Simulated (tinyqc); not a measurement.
# CMOS latch-up, two-transistor model: effect of the resistance from the pnp collector to the npn base

A parasitic pnp (emitter at Vdd, base shunted by Rw) and npn (emitter at ground, base shunted by Rs) feed each other: the npn collector current flows out of the pnp base node, the pnp collector current into the npn base node. Forward-active transistors with constant gains: Icn = Isn exp(Vn/Vt), Icp = Isp (exp(Vp/Vt) - 1). A current Ii is injected into the npn base node.

Node equations: Vp/Rw + Icp/bp = Icn and Vn/Rs + Icn/bn = Icp + Ii. Loop gain G = gn gp/[(1/Rw + gp/bp)(1/Rs + gn/bn)], gn = Icn/Vt, gp = (Icp + Isp)/Vt; the off state ends where G = 1, and Ii there is the trigger current. On state with both base-emitter voltages at Von: npn base current Ib = (Von/Rs + bp Von/Rw)/(bn bp - 1), holding current Ih = (bn + 1) Ib + Von/Rs, holding voltage Vh = Vsat + Von + R2 (Ib + Von/Rs).

Inputs (values chosen for the exercise); values close to those of bulk CMOS: temperature T = 293 K; current gain of the npn bn = 20.7; current gain of the pnp bp = 0.7; saturation current of the npn at T Isn = 2.6e-15 A; saturation current of the pnp at T Isp = 1.4e-15 A; substrate resistance shunting the npn Rs = 210 ohm; well resistance shunting the pnp Rw = 2100 ohm; base-emitter voltage in the on state Von = 0.69 V; saturation voltage Vsat = 0.18 V; supply voltage Vdd = 2.5 V.

Constants: q = 1.602176634e-19 C, kB = 1.380649e-23 J/K, Vt = kB T/q. Results are converted to the units shown.

The same in every row: Vn at trigger (V) = 0.6431; trigger current (mA) = 3.062; Ih (mA) = 8.941.

Result of one run:
```
Vh (V)
3.494
```

Which resistance from the pnp collector to the npn base R2 gave this result: 14, 37, 270 or 740 ohm?

R2 = 740 ohm.

The whole series:
```
R2 (ohm)  Vh (V)
5         0.8877
14        0.9196
37         1.001
100        1.225
270        1.828
740        3.494
2000       7.963
```

As R2 goes from 5 to 2000 ohm, the trigger current stays at 3.06 mA, Ih stays at 8.94 mA and Vh rises from 0.888 to 7.96 V. Vh exceeds the supply Vdd = 2.5 V, which then cannot sustain a latched state, in 2 of the 7 rows.

Program tinyqc, `OMP_NUM_THREADS=1 python tinyqc.py 2670068 2670069 out.jsonl`; Intel Xeon 2.30GHz, shared host, one thread, about 0.04 s.
